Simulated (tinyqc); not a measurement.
Drifting, spreading and decaying minority pulse (Haynes-Shockley), backward Euler time steps: one step of the calculation.

Low injection in a uniform field: dn/dt = D d2n/dx2 - v dn/dx - n/tau with D = mu Vt and v = mu F towards +x. Exact solution on an infinite bar for a Gaussian start at x0: n = N0 exp(-t/tau) exp(-(x - x0 - v t)^2/(2 s^2))/sqrt(2 pi s^2), s^2 = s0^2 + 2 D t.

Task. Coefficients of the scheme. Exponentially fitted fluxes: d = F hx/Vt, B(d) = d/(exp(d) - 1), k = D dt/hx^2; (L n)_i = a n_(i-1) + b n_i + c n_(i+1) with a = k B(-d), c = k B(d), b = -a - c - dt/tau. Explicit steps keep n positive for dt up to 1/[(D/hx^2)(B(d) + B(-d)) + 1/tau].

Values chosen for this exercise; mobility close to that of gallium arsenide at room temperature:
```
symbol,value,unit,meaning
T,300,K,temperature
mu,8100,cm^2/(V s),minority-carrier mobility
F,14,V/cm,sweep field along the drift
hx,36,um,mesh step
tau,3.2e-7,s,lifetime
dt,5.2e-8,s,time step
```

Constants: q = 1.602176634e-19 C, kB = 1.380649e-23 J/K, Vt = kB T/q. Results are converted to the units shown.

Give: D; v; d; a; b; c; positivity limit of dt.

Result.

D = 209.4 cm^2/s
v = 1.134e5 cm/s
d = 1.950
a = 1.910
b = -2.344
c = 0.2718
positivity limit of dt = 2.218e-8 s

Computed by the program tinyqc: `OMP_NUM_THREADS=1 python tinyqc.py 2310131 2310132 out.jsonl`, one thread of a shared Intel Xeon 2.30GHz, about 0.01 s for the whole run.
